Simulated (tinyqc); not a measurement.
# IGBT as a p-i-n diode in series with a MOS channel, on-state and switching loss: what changes with what

High injection (n = p) in a drift layer from x = -W/2 (anode) to +W/2 (cathode side), recombination only in the layer with lifetime tau, ideal emitters. The channel feeds the cathode side and carries the whole current. Auger recombination, carrier-carrier scattering, emitter losses and the carrier dip under the p body are left out.

Parameters, values chosen for the exercise; material values close to those of silicon: temperature T = 400 K; band gap Eg = 1.13 eV; conduction-band density of states at T Nc = 4.25e19 cm^-3; valence-band density of states at T Nv = 4.11e19 cm^-3; electron mobility mn = 743 cm^2/(V s); hole mobility mp = 255 cm^2/(V s); width of the drift layer W = 110 um; doping of the drift layer Nd = 7.2e13 cm^-3; high-injection lifetime tau = 0.74 us; current density J = 30 A/cm^2; channel and accumulation resistance Rch = 1.1 mohm cm^2; link voltage Vdc = 600 V; turn-off energy per stored charge and link voltage ks = 0.12; switching frequency f = 2 kHz.

Constants: q = 1.602176634e-19 C, kB = 1.380649e-23 J/K, Vt = kB T/q. Results are converted to the units shown.

Each table varies one quantity; the others keep the values above.

## Effect of the width of the drift layer

b = mn/mp, B = (b - 1)/(b + 1), La = sqrt(2 Vt mn mp tau/(mn + mp)), y = W/(2 La). n(x) = (tau J/(2 q La))[cosh(x/La)/sinh y - B sinh(x/La)/cosh y]. Vm = Vt [(8 b/(b + 1)^2)(sinh y/s) arctan(s sinh y) + B ln((1 + B tanh^2 y)/(1 - B tanh^2 y))], s = sqrt(1 - B^2 tanh^2 y); Vj = Vt ln(n(-W/2) n(W/2)/ni^2), ni = sqrt(Nc Nv) exp(-Eg/(2 Vt)), Eg in volts; Vc = J Rch; Von = Vm + Vj + Vc. Stored charge tau J, turn-off energy Eoff = ks tau J Vdc, loss at half duty 0.5 J Von + f Eoff. A unipolar device on the same layer has Vu = J (W/(q mn Nd) + Rch).

The same in every row: Eoff (mJ/cm^2) = 1.598.

Effect of the width of the drift layer:
```
W (um)	y	Von (V)	Vu (V)	total loss (W/cm^2)
44	0.7069	0.7093	15.43	13.84
58	0.9319	0.7189	20.33	13.98
75	1.205	0.7460	26.28	14.39
98	1.575	0.8095	34.33	15.34
130	2.089	0.9602	45.54	17.60
170	2.731	1.305	59.54	22.77
220	3.535	2.200	77.04	36.20
```

What does the comparison show?

As W goes from 44 to 220 um, Von rises from 0.709 to 2.20 V, Eoff stays at 1.60 mJ/cm^2 and the total loss rises from 13.8 to 36.2 W/cm^2. Von is below Vu in 7 of the 7 rows.

## Effect of the channel and accumulation resistance

Same model as above.

The same in every row: y = 1.767; Eoff (mJ/cm^2) = 1.598.

Effect of the channel and accumulation resistance:
```
Rch (mohm cm^2)	Von (V)	Vu (V)	total loss (W/cm^2)
0.2	0.8294	38.51	15.64
0.4	0.8354	38.51	15.73
0.78	0.8468	38.53	15.90
1.5	0.8684	38.55	16.22
3.1	0.9164	38.59	16.94
6.1	1.006	38.68	18.29
12	1.183	38.86	20.95
```

As Rch goes from 0.2 to 12 mohm cm^2, Von rises from 0.829 to 1.18 V, Eoff stays at 1.60 mJ/cm^2 and the total loss rises from 15.6 to 20.9 W/cm^2. Von is below Vu in 7 of the 7 rows.

## Effect of the current density

Same model as above.

The same in every row: y = 1.767.

Result of one run:
```
J (A/cm^2)	Von (V)	Vu (V)	Eoff (mJ/cm^2)	total loss (W/cm^2)
0.76	0.5708	0.9762	0.04049	0.2979
```

What becomes of these results when the current density J is changed from 0.76 to 12 A/cm^2, all else the same?

Result of the changed run:
```
J (A/cm^2)	Von (V)	Vu (V)	Eoff (mJ/cm^2)	total loss (W/cm^2)
12	0.7734	15.41	0.6394	5.919
```

The whole series:
```
J (A/cm^2)	Von (V)	Vu (V)	Eoff (mJ/cm^2)	total loss (W/cm^2)
0.3	0.5062	0.3853	0.01598	0.1079
0.76	0.5708	0.9762	0.04049	0.2979
1.9	0.6352	2.441	0.1012	0.8059
4.8	0.7023	6.166	0.2557	2.197
12	0.7734	15.41	0.6394	5.919
31	0.8597	39.82	1.652	16.63
78	0.9750	100.2	4.156	46.34
200	1.174	256.9	10.66	138.7
500	1.567	642.2	26.64	445.1
```

As J goes from 0.3 to 500 A/cm^2, Von rises from 0.506 to 1.57 V, Eoff rises from 0.0160 to 26.6 mJ/cm^2 and the total loss rises from 0.108 to 445 W/cm^2. Von is below Vu in 8 of the 9 rows. At low current the junction voltage makes the bipolar device the worse one. For J = 0.3 to 0.76 A/cm^2 the injected density falls below 5 Nd somewhere, so high injection is doubtful. For J = 200 to 500 A/cm^2 the density at the anode passes 2e17 cm^-3, where Auger recombination and emitter losses matter.

Numbers from tinyqc (`OMP_NUM_THREADS=1 python tinyqc.py 2590119 2590120 out.jsonl`; about 0.01 s on one thread of a shared Intel Xeon 2.30GHz).
